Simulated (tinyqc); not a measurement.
Worked calculation: standing waves and exposure in a photoresist film. Values are carried at full precision from step to step, so a last printed digit may differ when a step is redone from the rounded ones.

Normal incidence from air. Unexposed resist: N1 = n1 + i k1 with k1 = (A + B) lam/(4 pi), lam in micrometres. r01 = (1 - N1)/(1 + N1), t01 = 2/(1 + N1). Below the resist lie the layer Na = na + i ka and the substrate Ns = ns + i ks: r12 = (r1a + ras x)/(1 + r1a ras x), x = exp(4 pi i Na da/lam), r1a = (N1 - Na)/(N1 + Na), ras = (Na - Ns)/(Na + Ns). With p = exp(2 pi i N1 d/lam), the field at depth z is E(z) = t01 [exp(2 pi i N1 z/lam) + r12 p^2 exp(-2 pi i N1 z/lam)]/(1 + r01 r12 p^2), the relative intensity I(z) = n1 |E(z)|^2 and the reflectance R = |(r01 + r12 p^2)/(1 + r01 r12 p^2)|^2.

Inputs chosen for the exercise (a resist on Cu, indices near tabulated ones; shifted at random, so the results belong to these values and not to a real crystal):
- lam = 365 nm (vacuum wavelength)
- n1 = 1.725 (resist index)
- A = 0.81 1/micrometre (bleachable absorption (Dill A))
- B = 0.12 1/micrometre (fixed absorption (Dill B))
- d = 942 nm (resist thickness)
- ns = 1.264 (substrate n)
- ks = 1.98 (substrate k)
- na = 1.799 (n of the bottom antireflection layer)
- ka = 0.28 (its k)
- da = 79 nm (its thickness)
- C = 0.038 cm^2/mJ (exposure rate (Dill C))
- D = 80 mJ/cm^2 (incident dose)
- Ld = 20 nm (diffusion length of the post-exposure bake)

## Interface coefficients

Form N1, r01, t01 and r12.

N1 = 1.72500+0.02701i
r01 = -0.2661-0.0073i
t01 = 0.7339-0.0073i
r12 = -0.2417-0.0330i
|r12|^2 = 0.0595

Next to the bottom the intensity swings by a factor ((1 + |r12|)/(1 - |r12|))^2 = 2.71 between antinode and node; without the layer |r12|^2 would be 0.3106.

## Round trip and reflectance

Form p^2, the denominator and R; the period of the standing wave is lam/(2 n1).

p^2 = 0.3427-0.2366i
1 + r01 r12 p^2 = 1.0245-0.0115i
R = 0.1227
period = 105.80 nm

The film holds 8.90 periods.

## Intensity and exposure over the lowest period

Nine depths from d - period to d. Without bleaching during the exposure the share of unexposed compound is m = exp(-C D I).

Profile:
```
z (nm)      I      m
836.2   0.248  0.470
849.4   0.279  0.429
862.7   0.393  0.303
875.9   0.521  0.205
889.1   0.586  0.168
902.3   0.547  0.190
915.6   0.424  0.276
928.8   0.286  0.419
942.0   0.212  0.524
```

I runs from 0.212 to 0.586 on these points, so m runs from 0.168 to 0.524; the least exposed point listed lies 0.0 nm above the bottom.

## Smoothing by the bake

Gaussian diffusion of length Ld multiplies a cosine of period L by exp(-2 pi^2 Ld^2/L^2). Give that factor, and the Ld that leaves 10 %.

factor = 0.494
Ld for 10 % = 36.13 nm

## Checks

- R against the transfer-matrix product: both 0.12269.

Program tinyqc; command `OMP_NUM_THREADS=1 python tinyqc.py 1682042 1682043 out.jsonl`; about 0.01 s on one thread of a shared Intel(R) Xeon(R) Processor @ 2.30GHz.
